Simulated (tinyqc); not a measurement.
Kinetics of strain relaxation and threading dislocations in mismatched semiconductor layers: one step, computed by the program tinyqc.

60-degree dislocations on {111} planes of a (001) layer, isotropic elasticity. The Schmid factor is 1/sqrt(6), and a misfit segment relieves strain with b/2.

Question. Graded buffer. In steady grading, strain is fed at R_f R_g and relieved at (b/4) rho v. As a glide-limited estimate, the driving stress is taken as the mean stress of the strained top zone, whose depth z solves R_f z/2 = e_eq(z), with strain R_f z at the surface; tau_g = S R_f z/2 is its mean; then rho = 4 R_f R_g/(b m tau_g), m = v0 exp(-Q/(k_B T_g)), S = (1/sqrt 6) 2 G (1 + nu)/(1 - nu), e_eq(z) = b (1 - nu/4) [ln(z/b) + 1]/(4 pi (1 + nu) z).

Inputs (values chosen for the exercise, modelled on Ge on Si): misfit f = 0.0424; shear modulus G = 57.1 GPa; Poisson ratio nu = 0.26; Burgers vector b = 4 angstrom; glide activation energy Q = 1.54 eV; velocity prefactor v0 = 35000 m/s per MPa; grading rate (misfit per thickness) R_f = 0.0021 1/micrometre; growth temperature of the buffer T_g = 838 K; growth rate R_g = 0.33 nm/s.

Constants: k_B = 8.617333262e-05 eV/K.

Give: depth z of the strained zone; stress tau_g; thread density of the buffer; buffer thickness f/R_f.

Answer.

depth z of the strained zone = 423.3 nm

stress tau_g = 35.28 MPa

thread density of the buffer = 1025 1/cm^2

buffer thickness f/R_f = 20.19 micrometre

Raising T_g by 50 K would lower this density by a factor 3.3: fast glide lets few threads do the work. Caution: real buffers seldom go below 1e5 /cm^2, as pile-ups and nucleation take over; this value is a lower bound.
